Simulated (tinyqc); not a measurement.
Worked calculation: coupled-perturbed Hartree-Fock on RHF in the 6-31g basis, for He, spin multiplicity 1. The polarisability along this axis is zero because the basis has no function that the field can mix in; the real value is not. Computed by tinyqc, a small Python program that keeps every step (integrals from PySCF). Settings: charge = 0, multiplicity = 1, basis = 6-31g, method = RHF, energy threshold = 1e-10, iteration cap = 56, orthogonalisation = symmetric, start = atomic densities, DIIS depth = 6. Command: `OMP_NUM_THREADS=1 python tinyqc.py 25125 25126 out.jsonl` (the two numbers bound the seeds that draw the settings). One thread of a shared host (Intel(R) Xeon(R) Processor @ 2.60GHz), about 0.1 s of CPU time with the checks. The early iterations of the SCF are left out here.

## One-electron integrals

Geometry (angstrom):
```
atom         x         y         z
He    0.000000  0.000000  0.000000
```

Basis 6-31g: exponents (1/bohr^2) and contraction coefficients of normalised primitives:
```
element  l (shell)   exponent  coefficient
He           s (1)  38.421634     0.040140
He           s (1)   5.778030     0.261246
He           s (1)   1.241774     0.793185
He           s (2)   0.297964     1.000000
```

Overlap, kinetic and nuclear-attraction integrals over the contracted functions; the nuclear repulsion is the sum of Za Zb / Rab.

nuclear repulsion = 0 hartree

overlap S, order 1He 1s, 1He 2s:
```
[[1.000000, 0.634148],
 [0.634148, 1.000000]]
```

kinetic energy T (hartree), order 1He 1s, 1He 2s:
```
[[2.925655, 0.467227],
 [0.467227, 0.446946]]
```

nuclear attraction V (hartree), order 1He 1s, 1He 2s:
```
[[-4.805281, -2.013636],
 [-2.013636, -1.742136]]
```

core Hamiltonian H = T + V (hartree), order 1He 1s, 1He 2s:
```
[[-1.879626, -1.546409],
 [-1.546409, -1.295190]]
```

## Two-electron integrals

Functions are numbered as in S; the eight-fold symmetry (ij|kl) = (ji|kl) = (kl|ij) leaves the list below.

Two-electron integrals (ij|kl) in chemists' order, unique and non-zero (hartree):
```
(11|11) 1.543936   (21|11) 0.785447   (21|21) 0.427025   (22|11) 0.803952
(22|21) 0.476190   (22|22) 0.615938
```

## Orthogonalisation

S = U s U^T; symmetric (Loewdin) form X = U s^(-1/2) U^T, so that X^T S X = 1.

eigenvalues of S: [0.365852, 1.634148]

X, order 1He 1s, 1He 2s:
```
[[1.217774, -0.435508],
 [-0.435508, 1.217774]]
```

## Iteration 4 (converged): orbitals

converged F (hartree), order 1He 1s, 1He 2s:
```
[[-0.549218, -1.000372],
 [-1.000372, -0.429150]]
```

Diagonalise F' = X^T F X, C = X C', fill 1 alpha and 1 beta electrons from the bottom; D = 2 C_occ C_occ^T. Each column has its largest component positive (the first on a tie).

F' = X^T F X (hartree):
```
[[0.165224, -1.154385],
 [-1.154385, 0.320508]]
```

orbital energies (hartree): [-0.914127, 1.399859]

coefficients C, order 1He 1s, 1He 2s:
```
[[0.592081, -1.149818],
 [0.513586, 1.186959]]
```

D after iteration 4, order 1He 1s, 1He 2s:
```
[[0.701120, 0.608169],
 [0.608169, 0.527541]]
```

## Convergence

Stop when the energy changes by less than 1e-10 hartree and every element of the error matrix X^T (F D S - S D F) X is below 3e-06.

Course of the cycle:
```
iteration  E (hartree)     change  largest element of the error matrix
1          -2.85513792          -                             9.81e-03
2          -2.85516030  -2.24e-05                             7.42e-04
3          -2.85516043  -1.29e-07                             5.57e-08
4          -2.85516043  -8.88e-16                             2.56e-08
```

PySCF RHF in the same basis = -2.85516043 hartree

Converged in 4 iterations.

## Integrals over molecular orbitals

(pq|rs) = sum C_ip C_jq C_kr C_ls (ij|kl), one index at a time.

one-electron integrals over orbitals h = C^T H C (hartree):
```
[[-1.941034, 0.316490],
 [0.316490, -0.088737]]
```

Two-electron integrals over orbitals (pq|rs), unique and non-zero (hartree):
```
(11|11) 1.026907    (21|11) -0.316490   (21|21) 0.227670    (22|11) 0.858133
(22|21) -0.255554   (22|22) 0.766363
```

## Response to a field: uncoupled start

dipole integrals <a|z|i> (bohr), order a2:
```
[[0.000000]]
```

Field along z; U_ai = -mu_ai / (e_a - e_i), alpha = -4 sum U_ai mu_ai.

uncoupled U, order a2:
```
[[0.000000]]
```

uncoupled polarisability = 0.000000 bohr^3

## Coupled step 1

U_ai = -(mu_ai + sum_bj [4 (ai|bj) - (ab|ij) - (aj|bi)] U_bj) / (e_a - e_i); alpha = -4 sum U_ai mu_ai.

U after step 1, order a2:
```
[[0.000000]]
```

polarisability = 0.000000 bohr^3

## Coupled polarisability

Repeat until U stops changing; compare with -d2E/dF2.

Course of the coupled iterations:
```
step  alpha (bohr^3)
0           0.000000
1           0.000000
```

coupled polarisability = 0.000000 bohr^3

finite-field check, fields of +/-0.001 au = -1.78e-09 bohr^3
